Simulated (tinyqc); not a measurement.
Tunnel rates from the two plateau currents.

Question. With only the 0-1 transition of a spin-degenerate level in the bias window, I = 2 q G_in G_out/(2 G_in + G_out). Find GL and GR.

Constants: q = 1.602176634e-19 C. Results are converted to the units shown.

sizes of the plateau currents for electrons entering from the left and from the right (pA): [141.66614, 134.58284]

Answer. q/I(left) = 1/GR + 1/(2 GL) and q/I(right) = 1/GL + 1/(2 GR) are linear in 1/GL and 1/GR.

GL = 1.20 1/ns
GR = 1.40 1/ns

Computed by the program tinyqc: `OMP_NUM_THREADS=1 python tinyqc.py 2780044 2780045 out.jsonl`, one thread of a shared Intel Xeon 2.30GHz, about 0.01 s for the whole run.
